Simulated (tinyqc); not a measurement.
Worked calculation: electron-beam lithography: double-Gaussian proximity function, edge placement and dose correction for parallel lines. Computed by tinyqc, a small Python program that keeps every step. Command: `OMP_NUM_THREADS=1 python tinyqc.py 3111354 3111355 out.jsonl proximity walk`. One thread of a shared host (Intel(R) Xeon(R) Processor @ 2.30GHz), about 0.01 s of CPU time with the checks. Intermediate numbers are printed to about 7 digits and carried at full precision; extremes and crossings named in words are read from the listed rows.

Lines are infinitely long. Absorbed energy is counted so that the middle of a very large area written at dose 1 receives 1; the resist develops where it exceeds 1/2.

Inputs (values chosen for the exercise, of the order of those for 20 keV electrons in resist on silicon): forward range alpha = 0.014 micrometre; backscatter range beta = 2.4 micrometre; backscatter ratio eta = 0.77; base dose D0 = 82 microcoulomb/cm^2; beam current = 0.57 nA; pixel size = 5 nm; width of the test line = 0.037 micrometre; pattern density around the test line = 0.55.

line widths (micrometre): [0.075, 0.032, 1.6, 0.098, 0.033]

gaps between the lines (micrometre): [0.086, 1.3, 0.099, 0.053]

Constants: e = 1.602176634e-19 C.

## Layout

The first line starts at x = 0; each next one starts after the width and the gap.

Lines (micrometre):
```
line  left edge  right edge  centre
1         0.000       0.075  0.0375
2         0.161       0.193  0.1770
3         1.493       3.093  2.2930
4         3.192       3.290  3.2410
5         3.343       3.376  3.3595
```

## Interaction matrix

f(r) = [exp(-r^2/alpha^2)/alpha^2 + eta exp(-r^2/beta^2)/beta^2]/(pi (1 + eta)). A line from a to b at dose d gives E(x) = d [S(alpha) + eta S(beta)]/(1 + eta), S(s) = [erf((b - x)/s) - erf((a - x)/s)]/2. M_ij is the mean of E at the two edges of line i from line j at dose 1.

M, rows 1, 2, 3, 4, 5:
$$\begin{pmatrix}
0.2901533 & 0.0032606 & 0.0694608 & 0.0016889 & 0.0004972 \\
0.0076431 & 0.2854115 & 0.0766360 & 0.0019647 & 0.0005816 \\
0.0034132 & 0.0015852 & 0.4247883 & 0.0079395 & 0.0025883 \\
0.0012929 & 0.0006419 & 0.1364533 & 0.2925024 & 0.0033651 \\
0.0011295 & 0.0005640 & 0.1313350 & 0.0099958 & 0.2856182
\end{pmatrix}$$

## Dose correction

Uncorrected edge energies are M 1. Solve M d = 1/2 for the doses d that put the mean edge energy of every line at the threshold.

edge energies at dose 1: 1 0.3650609, 2 0.3722370, 3 0.4403145, 4 0.4342557, 5 0.4286425

corrected doses: 1 1.427857, 2 1.399414, 3 1.131510, 4 1.158562, 5 1.181334

largest over smallest dose = 1.261904

Line 1 needs the most and line 3 the least; a narrow isolated line much wider than alpha would need 1 + eta = 1.77.

## Printed widths

Edges are the roots of E(x) = 1/2 between a line centre and the middle of the next gap. Three cases: dose 1 everywhere; one common dose equal to the mean of d; the corrected doses.

Width error, printed less drawn (nm):
```
line  drawn width (nm)     dose 1  mean dose  corrected
1                   75  -12.66730  -2.806747   2.58e-04
2                   32  -12.12854  -2.185637   1.20e-04
3                 1600   -5.29663   3.830241   2.00e-06
4                   98   -5.85904   3.296108   3.52e-04
5                   33   -6.42265   2.805667   1.34e-04
```

With the common mean dose the errors span 6.6 nm. With corrected doses the largest error is below 0.01 nm.

## Dose to size and latitude

A test line of width w << beta in surroundings of density rho, all at dose d: near its edge E(x) = d [S + eta rho]/(1 + eta), S = [erf((b - x)/alpha) - erf((a - x)/alpha)]/2 for edges a and b, the second term being the background energy. Dose to size d_s = (1 + eta)/(erf(w/alpha) + 2 eta rho), dose = d_s D0; edge slope d [1 - exp(-w^2/alpha^2)]/(sqrt(pi) alpha (1 + eta)); width change per 1 % of dose = 2 x 0.01 x (1/2)/slope.

dose to size d_s = 0.9584072

dose = 78.58939 microcoulomb/cm^2

edge slope = 0.02180075 1/nm

width change per 1 % of dose = 0.4586997 nm

background energy = 0.2293138

The background supplies 46 % of the threshold.

## Shot noise and writing time

With dose = d_s D0: electrons per pixel N = dose x pixel area/e; relative noise 1/sqrt(N); time per cm^2 of pattern area = dose x density/current; pixel rate = current/(dose x pixel area).

electrons per pixel = 122.6291

shot noise = 9.030322 %

writing time per cm^2 = 21.06441 h

pixel rate = 29.01155 MHz

Checks made by the program: corrected edge energies (relative difference below 1e-10).
